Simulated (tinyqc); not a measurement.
# Changing the longitudinal mass m_l

Model: mobility of a non-polar semiconductor in the relaxation-time approximation. Computed by tinyqc, a small Python program. Command: `OMP_NUM_THREADS=1 python tinyqc.py 3021286 3021287 out.jsonl rta sweep`. One thread of a shared host (Intel(R) Xeon(R) Processor @ 2.30GHz), about 0.02 s of CPU time with the checks.

Each valley is treated as a sphere of mass m_d for states and rates, with one isotropic relaxation time; the conductivity mass m_c sets the current.

Inputs (values chosen for the exercise, modelled on electrons in germanium):
```
quantity                                            value       unit
transverse mass m_t                                 0.081        m_0
equivalent valleys Z                                    4          -
static permittivity eps_s                              16          -
density rho                                          5323     kg/m^3
sound velocity v_l                                   5350        m/s
acoustic deformation potential D_A                     11         eV
phonon energy hbar w                                 31.3        meV
optical or intervalley deformation potential D_o      5.1  1e8 eV/cm
final valleys Z_f                                       3          -
carrier density n                                 3.1e+18     1/cm^3
compensation ratio C                                    0          -
temperature T                                         300          K
```

Band: parabolic. Impurity formula: Conwell-Weisskopf. Further scattering: none.

Constants: k_B = 8.617333262e-05 eV/K; m_0 = 9.1093837015e-31 kg; e = 1.602176634e-19 C; hbar = 1.054571817e-34 J s; eps_0 = 8.8541878128e-12 F/m; k_B = 1.380649e-23 J/K; hbar = 6.582119569e-16 eV s.

Method:
- m_d = (m_l m_t^2)^(1/3); 1/m_c = (1/m_l + 2/m_t)/3; Hall mass factor A = 3 K_m (K_m + 2)/(2 K_m + 1)^2, K_m = m_l/m_t; N_I = n (1 + C)/(1 - C).
- Parabolic band: E = hbar^2 k^2/(2 m), speed v = hbar k/m, states per spin, volume and energy g(E) = m k/(2 pi^2 hbar^2). Here m = m_d. Masses are multiplied by m_0 and all formulas are in SI units.
- The reduced Fermi level eta = E_F/(k_B T) solves n = 2 Z int g f dE with f = 1/(1 + exp(x - eta)) (Z = 1 unless valleys are given); screening length L_s = sqrt(eps_s eps_0 k_B T/(e^2 dn/deta)), dn/deta = 2 Z int g f (1 - f) dE.
- Integrals over x = E/(k_B T) use 160 Gauss-Legendre points in u = sqrt(x) from 0 to sqrt(max(eta, 0) + 32).
- Phonon occupation N_q = 1/(exp(hbar w/(k_B T)) - 1).
- Acoustic deformation potential (elastic, equipartition, absorption and emission together): 1/tau = 2 pi k_B T D_A^2 g(E)/(hbar rho v_l^2).
- Optical or intervalley deformation potential: 1/tau = (pi Z_f D_o^2/(rho w)) [N_q g(E + hbar w) + (N_q + 1) g(E - hbar w)], with g = 0 below the band edge.
- Each optical term is multiplied by (1 - f(E'))/(1 - f(E)), E' the final energy, for Pauli blocking.
- Singly charged impurities, momentum relaxation: 1/tau = N_I e^4 m (1 + 2 alpha E) Phi/(8 pi (eps_s eps_0)^2 hbar^3 k^3), with alpha = 0 for a parabolic band.
- Conwell-Weisskopf: Phi = ln(1 + y^2), y = 4 pi eps_s eps_0 E N_I^(-1/3)/e^2 (largest impact parameter N_I^(-1/3)/2).
- mu = (m_d/m_c) (2 Z e/(3 n k_B T)) int g v^2 tau f (1 - f) dE.
- Averages over x are split at the emission threshold x_0 = hbar w/(k_B T): 64 Gauss-Legendre points in sqrt(x) below it and 128 in sqrt(x - x_0) above it, up to x = max(eta, 0) + 32.
- Rates are added at each energy before the average. With <y> = int g v^2 y f (1 - f) dE: Hall factor r_H = A (3 n k_B T/(2 Z m_d)) <tau^2/(1 + 2 alpha E)>/<tau>^2 (alpha = 0 for a parabolic band); Hall mobility r_H mu; |S| = (k_B/e) (<x tau>/<tau> - eta); resistivity 1/(n e mu).

One run for each value; columns: (1) longitudinal mass m_l (m_0); (2) drift mobility mu (cm^2/(V s)); (3) density-of-states mass m_d (m_0); (4) conductivity mass m_c (m_0); (5) Hall mass factor A; (6) Seebeck coefficient |S| (microvolt/K):
```
(1)       (2)      (3)      (4)     (5)     (6)
0.081  1479.9  0.08100  0.08100  1.0000  256.04
0.120  1328.3  0.09234  0.09084  0.9852  269.16
0.160  1249.6  0.10163  0.09696  0.9612  278.50
0.230  1176.5  0.11470  0.10331  0.9241  289.94
0.340  1119.2  0.13066  0.10857  0.8842  301.85
0.480  1079.5  0.14658  0.11205  0.8531  311.99
0.680  1044.7  0.16462  0.11467  0.8272  321.92
0.970  1011.0  0.18532  0.11663  0.8065  331.75
```

Over the rows, drift mobility mu (cm^2/(V s)) falls from 1480 to 1010 (exponent d ln y / d ln x -0.27 between the first rows and -0.092 between the last); density-of-states mass m_d (m_0) rises from 0.0810 to 0.185 (exponent d ln y / d ln x about 0.33 throughout); conductivity mass m_c (m_0) rises from 0.0810 to 0.117 (exponent d ln y / d ln x 0.29 between the first rows and 0.048 between the last). m_c stays below 1.5 m_t = 0.121 however large m_l gets, while m_d keeps growing as m_l^(1/3); A falls from 1 towards 3/4.

Caution (all rows): above a few 1e18 per cm^3 the Born approximation, static screening and an unperturbed band are rough; measured mobilities are usually lower.
